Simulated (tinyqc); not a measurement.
Inside a calculation: band edges of strained Si(1-x)Ge(x) on relaxed Si(1-y)Ge(y). Values are carried at full precision from step to step, so a last printed digit may differ when a step is redone from the rounded ones.

Values are linear in the Ge fraction but for ED(x) = linear - CD x (1 - x) and a(x) = linear - Ca x (1 - x). Energies are on the common scale of Ev.

Inputs chosen for the exercise (end members near Si and Ge, in this order; the results hold for these values, not for the real material):

| symbol | value | unit | meaning |
|---|---|---|---|
| a | (5.436, 5.653) | angstrom | lattice constant |
| Dso | (0.044, 0.29) | eV | spin-orbit splitting |
| av | (2.46, 1.23) | eV | valence hydrostatic potential |
| b | (-2.11, -2.52) | eV | tetragonal shear potential |
| d | (-4.84, -5.38) | eV | trigonal shear potential |
| C11 | (164.6, 128.9) | GPa |  |
| C12 | (63.7, 48.1) | GPa |  |
| C44 | (78.9, 67.4) | GPa |  |
| Ev | (0, 0.65) | eV | top of the unstrained valence band |
| ED | (1.159, 0.948) | eV | gap to the Delta valleys |
| EL | (2.001, 0.748) | eV | gap to the L valleys |
| aD | (1.7, 1.18) | eV | hydrostatic potential of the Delta gap |
| aL | (-3.42, -2.87) | eV | hydrostatic potential of the L gap |
| XuD | (9.41, 9.71) | eV | uniaxial potential, Delta |
| XuL | (16.46, 15.21) | eV | uniaxial potential, L |
| CD | 0.187 | eV | bowing of the Delta gap |
| Ca | 0.024 | angstrom | bowing of the lattice constant |
| x | 1 |  | Ge fraction of the layer |
| y | 0.66 |  | Ge fraction of the relaxed buffer |
| face | 001 |  | growth face |

## Values of the layer and the buffer

Interpolate at x and at y.

Interpolated values (a in angstrom, C11, C12, C44 in GPa, all else in eV):

| symbol | layer | buffer |
|---|---|---|
| a | 5.6530 | 5.5738 |
| Dso | 0.2900 | 0.2064 |
| av | 1.2300 | 1.6482 |
| b | -2.5200 | -2.3806 |
| d | -5.3800 | -5.1964 |
| C11 | 128.9000 | 141.0380 |
| C12 | 48.1000 | 53.4040 |
| C44 | 67.4000 | 71.3100 |
| Ev | 0.6500 | 0.4290 |
| ED | 0.9480 | 0.9778 |
| EL | 0.7480 | 1.1740 |
| aD | 1.1800 | 1.3568 |
| aL | -2.8700 | -3.0570 |
| XuD | 9.7100 | 9.6080 |
| XuL | 15.2100 | 15.6350 |

## Strain of the layer on a (001) buffer

Coherent growth on a (001) face: e_par = (a(y) - a(x))/a(x), e_perp = -2 (C12/C11) e_par; exx = eyy = e_par, ezz = e_perp, no shear.

Use the elastic constants of the layer.

e_par = -0.014004
e_perp = 0.010452

strain tensor in the cubic axes:
```
           x          y         z
x  -0.014004   0.000000  0.000000
y   0.000000  -0.014004  0.000000
z   0.000000   0.000000  0.010452
```

The layer is under compression in the plane; its volume changes by -1.756 %.

## Conduction valleys of the layer

A valley with unit axis u lies at Ev + gap + (av + a_valley) tr(e) + Xu (u.e.u - tr(e)/3); the Delta axes are x, y, z and the L axes [111], [1-1-1], [-11-1], [-1-11]. The second-order shift of the Delta valleys under shear is left out; it lowers the pair normal to the sheared plane by tens of meV at a shear of 1 %.

Give the hydrostatic shifts, the uniaxial shifts and the edges.

hydrostatic shifts of Delta and L (eV): -0.0423  0.0288

uniaxial shifts (eV): Delta x -0.0792, Delta y -0.0792, Delta z 0.1583, L [111] 0.0000, L [1-1-1] 0.0000, L [-11-1] 0.0000, L [-1-11] 0.0000

valley edges (eV): Delta x 1.4765, Delta y 1.4765, Delta z 1.7140, L [111] 1.4268, L [1-1-1] 1.4268, L [-11-1] 1.4268, L [-1-11] 1.4268

The lowest set is L4 (the digit counts whole valleys) at 1.4268 eV; the Delta valleys spread over 237 meV and the L valleys over 0 meV.

## Valence edges of the layer

Valence edges: Ev plus the levels of the 6 x 6 matrix of X, Y, Z times spin with -Dso/3 + l exx + m (eyy + ezz) on the diagonal (cyclic), n exy off it, l = av + 2 b, m = av - b, n = sqrt(3) d. Spin-orbit term (Dso/3) L.sigma on X, Y, Z with (L_k)_ij = -i epsilon_kij: <X+|H|Y+> = -i Dso/3, <X+|H|Z-> = Dso/3, <Y+|H|Z-> = -i Dso/3, <Z+|H|X-> = -Dso/3, <Z+|H|Y-> = i Dso/3, <X-|H|Y-> = i Dso/3, and their conjugates; + and - are the spin along z.

Give the strain block and the three twofold edges.

strain block (eV):
```
        X       Y        Z
X  0.0400       0        0
Y       0  0.0400        0
Z       0       0  -0.1449
```

edges from the top (eV): 0.6900  0.5962  0.3089

The top two edges are split by 94 meV.

## Gap and offsets against the buffer

Buffer: Ev(y) and Ec = Ev(y) + min(ED, EL). dEc = Ec(buffer) - Ec(layer), dEv = Ev(layer) - Ev(buffer); positive values confine the carrier in the layer; type I if both have one sign.

gap of the strained layer = 0.7368 eV
gap of the buffer = 0.9778 eV
dEc = -0.0200 eV
dEv = 0.2610 eV

Type II: electrons collect in the buffer (20 meV) and holes in the layer (261 meV). The relaxed layer would have a gap of 0.748 eV, so strain has moved it by -11 meV. An offset this small is within the spread of published parameter sets, so the type is not settled by this model.

## Checks

- Mean of the three Delta edges against the hydrostatic shift alone (eV): both 1.55569.

Program tinyqc; command `OMP_NUM_THREADS=1 python tinyqc.py 1050483 1050484 out.jsonl`; about 0.01 s on one thread of a shared Intel(R) Xeon(R) Processor @ 2.30GHz.
